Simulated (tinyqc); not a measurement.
Square on-chip spiral inductor, lumped pi model: two steps of the calculation.

Outer diameter do = di + 2 n wd + 2 (n - 1) sp, mean da = (do + di)/2, fill p = (do - di)/(do + di), length l = 4 n da. L = 2.34 mu0 n^2 da/(1 + 2.75 p), mu0 = 4 pi 1e-7 H/m. Rs = rho l/(wd delta (1 - exp(-th/delta))), delta = sqrt(rho/(pi f mu0)). Cs = n wd^2 eps0 eo/hu across the coil. At each end Cox = l wd eps0 eo/(2 ho) leads to the substrate branch Rsi = 2 rs he/(l wd) in parallel with Csi = l wd eps0 11.7/(2 he). With one end grounded Y = 1/(Rs + i w L) + i w Cs + 1/[1/(i w Cox) + 1/(1/Rsi + i w Csi)], w = 2 pi f; Q = -Im Y/Re Y. Eddy currents in neighbouring turns and in the substrate are left out.

Inputs (values chosen for the exercise); values of the order met in silicon radio-frequency processes:
- n = 1.5 (number of turns)
- wd = 10 um (line width)
- sp = 3 um (space between turns)
- di = 100 um (inner diameter)
- th = 3 um (metal thickness)
- rho = 3 uohm cm (metal resistivity)
- ho = 8.4 um (oxide below the coil)
- hu = 1 um (oxide between coil and underpass)
- eo = 4.1 (relative permittivity of the oxide)
- rs = 1 ohm cm (substrate resistivity)
- he = 50 um (effective spreading depth in the substrate)
- f = 6.3 GHz (frequency)

Constants: eps0 = 8.8541878128e-12 F/m. Results are converted to the units shown.

Problem 1. Geometry and model elements. do, l, L, delta, Rs, Cs, Cox, Rsi and Csi as defined.

Find: do; l; L; delta; Rs; Cs; Cox; Rsi; Csi.

Solution 1.

do = 133.00 um
l = 699.00 um
L = 0.55473 nH
delta = 1.0983 um
Rs = 2.0424 ohm
Cs = 5.4453 fF
Cox = 15.104 fF
Rsi = 143.06 ohm
Csi = 7.2412 fF

Problem 2. Admittance, quality factor and apparent inductance. Series branch 1/(Rs + i w L), substrate branch, total Y, Q = -Im Y/Re Y, apparent inductance Im(1/Y)/w, metal-only value w L/Rs, share of the loss in the substrate Re(substrate branch)/Re Y.

L = 0.55472828 nH
Rs = 2.0423538 ohm
Cs = 5.4453255 fF
Cox = 15.104296 fF
Rsi = 143.06152 ohm
Csi = 7.2412204 fF

Find: series branch; substrate branch; Y; Q; apparent inductance; w L/Rs; share of the loss in the substrate.

Solution 2.

series branch = 4.199-45.150i mS
substrate branch = 0.05033+0.59152i mS
Y = 4.250-44.343i mS
Q = 10.434
apparent inductance = 0.56453 nH
w L/Rs = 10.752
share of the loss in the substrate = 1.1844 %

Q is 97.0 % of the metal-only value.

Computed by the program tinyqc: `OMP_NUM_THREADS=1 python tinyqc.py 2302206 2302207 out.jsonl`, one thread of a shared Intel Xeon 2.30GHz, about 0.01 s for the whole run.
